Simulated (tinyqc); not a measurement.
Surface photovoltage measurement of the minority-carrier diffusion length in a wafer: one step, computed by the program tinyqc. Command: `OMP_NUM_THREADS=1 python tinyqc.py 3130548 3130549 out.jsonl spv walk`. One thread of a shared host (Intel(R) Xeon(R) Processor @ 2.30GHz), about 0.01 s of CPU time with the checks.

Low injection, steady light, a depletion layer much thinner than 1/alpha and L. The excess density dn is taken at the front edge of the neutral region; light that reaches the back is lost.

Question. One wavelength. alpha = (84.732/lambda - 76.417)^2 per cm with lambda in micrometre (an empirical fit for silicon between 0.7 and 1.05 micrometre). Thick wafer: dn = Phi L/((S_f + D/L)(L + 1/alpha)). Finite wafer, with s = S_b L/D, w = W/L, a = alpha L: dn = [Phi a/(a^2 - 1)] [a - B - exp(-alpha W)(a - s)/(cosh w + s sinh w)]/(S_f + B D/L), B = (sinh w + s cosh w)/(cosh w + s sinh w). Photovoltage V = (k_B T/e) ln(1 + dn/n_0). Lifetime = L^2/D.

Inputs (values chosen for the exercise, modelled on p-type silicon at room temperature): diffusion length L = 76 micrometre; wafer thickness W = 625 micrometre; diffusivity D = 24.9 cm^2/s; front recombination velocity S_f = 2500 cm/s; back recombination velocity S_b = 30000 cm/s; photon flux entering = 2.6e+12 1/(cm^2 s); minority density at the surface barrier scale n_0 = 2.8e+10 1/cm^3; temperature T = 298 K; wavelength = 982 nm.

Constants: k_B = 8.617333262e-05 eV/K.

Give: alpha; penetration depth 1/alpha; dn, thick wafer; B; dn, finite wafer; photovoltage V; lifetime.

Answer.

alpha = 97.38 1/cm

penetration depth 1/alpha = 102.7 micrometre

dn, thick wafer = 1.914e+08 1/cm^3

B = 1.000

dn, finite wafer = 1.914e+08 1/cm^3

photovoltage V = 0.1750 mV

lifetime = 2.320 microsecond
